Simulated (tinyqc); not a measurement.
Worked calculation: UHF in the sto-3g basis, for BeH, spin multiplicity 2. This run ends on a higher stationary point, not on the lowest solution. One step of it, computed by the program tinyqc.

Problem. Iteration 2: building the Fock matrix. J_ij = sum D_kl (ij|kl) with D = D(alpha) + D(beta), K_ij = sum D_kl (ik|jl) for each spin; F = H + J - K(s); E = tr D H + tr D J / 2 - 0.5 sum_s tr D(s) K(s) + E_nn.

D(alpha) after iteration 1:
```
            1Be 1s     1Be 2s    1Be 2px    1Be 2py    1Be 2pz      2H 1s
1Be 1s    1.058537  -0.226966   0.000000   0.000000   0.103078   0.015543
1Be 2s   -0.226966   0.877655   0.000000   0.000000  -0.414367  -0.054514
1Be 2px   0.000000   0.000000   0.603119  -0.489251   0.000000   0.000000
1Be 2py   0.000000   0.000000  -0.489251   0.396881   0.000000   0.000000
1Be 2pz   0.103078  -0.414367   0.000000   0.000000   0.195651   0.025732
2H 1s     0.015543  -0.054514   0.000000   0.000000   0.025732   0.003388
```

D(beta) after iteration 1:
```
            1Be 1s     1Be 2s   1Be 2px   1Be 2py    1Be 2pz      2H 1s
1Be 1s    1.051401  -0.196491  0.000000  0.000000   0.116985   0.012321
1Be 2s   -0.196491   0.746522  0.000000  0.000000  -0.479353  -0.037388
1Be 2px   0.000000   0.000000  0.000000  0.000000   0.000000   0.000000
1Be 2py   0.000000   0.000000  0.000000  0.000000   0.000000   0.000000
1Be 2pz   0.116985  -0.479353  0.000000  0.000000   0.307884   0.023985
2H 1s     0.012321  -0.037388  0.000000  0.000000   0.023985   0.001879
```

core Hamiltonian H = T + V (hartree):
```
            1Be 1s     1Be 2s    1Be 2px    1Be 2py    1Be 2pz      2H 1s
1Be 1s   -8.222270  -2.024426   0.000000   0.000000  -0.014558  -0.396777
1Be 2s   -2.024426  -2.442208   0.000000   0.000000  -0.130814  -0.988055
1Be 2px   0.000000   0.000000  -1.941029   0.000000   0.000000   0.000000
1Be 2py   0.000000   0.000000   0.000000  -1.941029   0.000000   0.000000
1Be 2pz  -0.014558  -0.130814   0.000000   0.000000  -2.040754  -1.075418
2H 1s    -0.396777  -0.988055   0.000000   0.000000  -1.075418  -1.881188
```

Two-electron integrals (ij|kl) in chemists' order, unique and non-zero (hartree):
```
(11|11) 2.298831   (21|11) 0.392036   (21|21) 0.079539   (22|11) 0.570988
(22|21) 0.143041   (22|22) 0.417683   (31|31) 0.014607   (32|31) 0.021888
(32|32) 0.092265   (33|11) 0.569578   (33|21) 0.143083   (33|22) 0.417589
(33|33) 0.449859   (41|41) 0.014607   (42|41) 0.021888   (42|42) 0.092265
(43|43) 0.024249   (44|11) 0.569578   (44|21) 0.143083   (44|22) 0.417589
(44|33) 0.401360   (44|44) 0.449859   (51|51) 0.014607   (52|51) 0.021888
(52|52) 0.092265   (53|53) 0.024249   (54|54) 0.024249   (55|11) 0.569578
(55|21) 0.143083   (55|22) 0.417589   (55|33) 0.401360   (55|44) 0.401360
(55|55) 0.449859   (61|11) 0.074534   (61|21) 0.015114   (61|22) 0.027414
(61|33) 0.027221   (61|44) 0.027221   (61|51) 0.001335   (61|52) 0.002522
(61|55) 0.027813   (61|61) 0.003012   (62|11) 0.185882   (62|21) 0.047275
(62|22) 0.151043   (62|33) 0.145255   (62|44) 0.145255   (62|51) 0.006182
(62|52) 0.038369   (62|55) 0.162481   (62|61) 0.009939   (62|62) 0.082251
(63|31) 0.004274   (63|32) 0.020170   (63|53) 0.006591   (63|63) 0.007420
(64|41) 0.004274   (64|42) 0.020170   (64|54) 0.006591   (64|64) 0.007420
(65|11) 0.201337   (65|21) 0.051820   (65|22) 0.173567   (65|33) 0.163285
(65|44) 0.163285   (65|51) 0.010015   (65|52) 0.059608   (65|55) 0.193956
(65|61) 0.011368   (65|62) 0.107360   (65|65) 0.144465   (66|11) 0.353358
(66|21) 0.091465   (66|22) 0.327885   (66|33) 0.304213   (66|44) 0.304213
(66|51) 0.013824   (66|52) 0.111478   (66|55) 0.374959   (66|61) 0.019696
(66|62) 0.228121   (66|65) 0.315747   (66|66) 0.774606
```

nuclear repulsion = 1.42060996 hartree

Give: Coulomb J; exchange K(alpha); exchange K(beta); F(alpha); F(beta); total energy of this density.

Solution.

Coulomb J (hartree):
```
          1Be 1s   1Be 2s  1Be 2px  1Be 2py  1Be 2pz   2H 1s
1Be 1s    6.2940   1.2051   0.0000   0.0000  -0.0327  0.2259
1Be 2s    1.2051   2.3826   0.0000   0.0000  -0.1557  0.7560
1Be 2px   0.0000   0.0000   2.3842  -0.0237   0.0000  0.0000
1Be 2py   0.0000   0.0000  -0.0237   2.3742   0.0000  0.0000
1Be 2pz  -0.0327  -0.1557   0.0000   0.0000   2.3797  0.8186
2H 1s     0.2259   0.7560   0.0000   0.0000   0.8186  1.4951
```

exchange K(alpha) (hartree):
```
          1Be 1s   1Be 2s  1Be 2px  1Be 2py  1Be 2pz    2H 1s
1Be 1s    2.3435   0.4184   0.0000   0.0000  -0.0069   0.0786
1Be 2s    0.4184   0.4834   0.0000   0.0000  -0.1988   0.0668
1Be 2px   0.0000   0.0000   0.3705  -0.2082   0.0000   0.0000
1Be 2py   0.0000   0.0000  -0.2082   0.2827   0.0000   0.0000
1Be 2pz  -0.0069  -0.1988   0.0000   0.0000   0.2031  -0.0076
2H 1s     0.0786   0.0668   0.0000   0.0000  -0.0076   0.0145
```

exchange K(beta) (hartree):
```
          1Be 1s   1Be 2s  1Be 2px  1Be 2py  1Be 2pz    2H 1s
1Be 1s    2.3276   0.3978   0.0000   0.0000  -0.0093   0.0744
1Be 2s    0.3978   0.3595   0.0000   0.0000  -0.2268   0.0287
1Be 2px   0.0000   0.0000   0.0820   0.0000   0.0000   0.0000
1Be 2py   0.0000   0.0000   0.0000   0.0820   0.0000   0.0000
1Be 2pz  -0.0093  -0.2268   0.0000   0.0000   0.2195  -0.0088
2H 1s     0.0744   0.0287   0.0000   0.0000  -0.0088   0.0049
```

F(alpha) (hartree):
```
          1Be 1s   1Be 2s  1Be 2px  1Be 2py  1Be 2pz    2H 1s
1Be 1s   -4.2717  -1.2377   0.0000   0.0000  -0.0403  -0.2495
1Be 2s   -1.2377  -0.5430   0.0000   0.0000  -0.0877  -0.2989
1Be 2px   0.0000   0.0000   0.0727   0.1845   0.0000   0.0000
1Be 2py   0.0000   0.0000   0.1845   0.1505   0.0000   0.0000
1Be 2pz  -0.0403  -0.0877   0.0000   0.0000   0.1359  -0.2493
2H 1s    -0.2495  -0.2989   0.0000   0.0000  -0.2493  -0.4006
```

F(beta) (hartree):
```
          1Be 1s   1Be 2s  1Be 2px  1Be 2py  1Be 2pz    2H 1s
1Be 1s   -4.2558  -1.2172   0.0000   0.0000  -0.0379  -0.2453
1Be 2s   -1.2172  -0.4191   0.0000   0.0000  -0.0597  -0.2607
1Be 2px   0.0000   0.0000   0.3611  -0.0237   0.0000   0.0000
1Be 2py   0.0000   0.0000  -0.0237   0.3511   0.0000   0.0000
1Be 2pz  -0.0379  -0.0597   0.0000   0.0000   0.1194  -0.2481
2H 1s    -0.2453  -0.2607   0.0000   0.0000  -0.2481  -0.3910
```

total energy of this density = -14.046491 hartree
